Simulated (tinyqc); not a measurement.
Inside a calculation. Model: bias-temperature instability, empirical power law with universal recovery.

Computed by the program tinyqc: `OMP_NUM_THREADS=1 python tinyqc.py 2070136 2070137 out.jsonl`, one thread of a shared Intel Xeon 2.30GHz, about 0.01 s for the whole run. Printed values are rounded.

Threshold-voltage shift at the end of a stress: dV = A (V/V0)^g exp[-(Ea q/kB)(1/T - 1/T0)] (t/1 s)^n. After a delay tr the permanent share pp stays and the rest falls by r = 1/(1 + B (tr/t)^be). An empirical model: its parameters are fits, not properties.

Values chosen for this exercise:
```
symbol  value  unit                                  meaning
V0        1.7     V                 reference stress voltage
T0        398     K                    reference temperature
A          13    mV             shift after 1 s at V0 and T0
n        0.17                                  time exponent
g           5                               voltage exponent
Ea       0.13    eV  apparent activation energy of the shift
pp       0.43                                permanent share
B         3.6                                 recovery scale
be       0.23                            recovery dispersion
V        0.95     V                              use voltage
T         378     K                          use temperature
dc         70    mV                        failure criterion
tr        0.1     s             delay before the measurement
```

Constants: q = 1.602176634e-19 C, kB = 1.380649e-23 J/K. Results are converted to the units shown.

## Shift and lifetime at use conditions

The lifetime solves dV = dc; ten years are 3.15576e8 s.

voltage factor = 0.05449710
temperature factor = 0.8182795
shift after ten years = 16.14604 mV
lifetime = 5.588e4 years
largest voltage for ten years = 1.273884 V

The device passes: the shift at ten years is below dc. A lifetime beyond 100 years is a far extrapolation of the power law. In time the voltage exponent is g/n = 29.4 and the activation energy Ea/n = 0.765 eV.

## What a delayed measurement sees

t, point 0 to 2 (s): 1  10  100

At V0 and T0, measured shift = dV [pp + (1 - pp) r]; the apparent exponent is the slope of ln(shift) against ln t between the first and last point.

```
point   dV (mV)  share left  measured (mV)
0            13   0.6127018       7.965124
1      19.22841   0.6835302       13.14320
2      28.44090   0.7585254       21.57315
```

apparent n = 0.2163605

The delay hides 24.1 % of the last shift and raises the exponent from 0.17 to 0.216, since short stresses recover by a larger share.
